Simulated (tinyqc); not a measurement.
Avalanche multiplication and breakdown of a junction from ionisation integrals: one step, computed by the program tinyqc. Command: `OMP_NUM_THREADS=1 python tinyqc.py 3020220 3020221 out.jsonl impact walk`. One thread of a shared host (Intel(R) Xeon(R) Processor @ 2.30GHz), about 0.01 s of CPU time with the checks.

Ionisation coefficients follow the local field. Position x runs through the depletion layer from the p side (x = 0), where electrons enter, to the n side (x = w), where holes enter. The built-in voltage is neglected.

Question. Multiplication and noise. M_n = 1/(1 - I_n), M_p = M_n exp(-Phi(w)); McIntyre excess noise for the carrier with the larger M, F_x = k M + (1 - k)(2 - 1/M), with k = (smaller M - 1)/(larger M - 1).

Junction: one-sided abrupt n+p.

Every 50th point:
```
x (micrometre)  F (MV/cm)  alpha_n (1/cm)  alpha_p (1/cm)            Phi   I_n up to x
0.000000         0.000000               0               0              0             0
0.161064         0.330507    5.863659e-36    2.525818e-25  -6.199430e-32  1.221686e-42
0.322127         0.661013    3.275743e-14    9.102023e-09  -7.409124e-15  2.071648e-20
0.483191         0.991520    5.812420e-07    3.006422e-03  -5.324865e-09  7.984200e-13
0.644255         1.322026    2.448389e-03    1.727849e+00  -5.305968e-06  5.857351e-09
0.805318         1.652533    3.660957e-01    7.819509e+01  -3.660992e-04  1.344480e-06
0.966382         1.983040    1.031345e+01    9.930289e+02  -6.526895e-03  5.381534e-05
1.127446         2.313546    1.119392e+02    6.100675e+03  -5.315255e-02  8.030267e-04
1.288509         2.644053    6.693693e+02    2.380619e+04  -2.636073e-01  6.963856e-03
```

Give: M_n; M_p; effective k; excess noise factor.

Answer.

M_n = 1.0070

M_p = 1.3107

effective k = 0.022567

excess noise factor = 1.2387

Injecting holes gives the larger gain and, at equal gain, the lower noise.
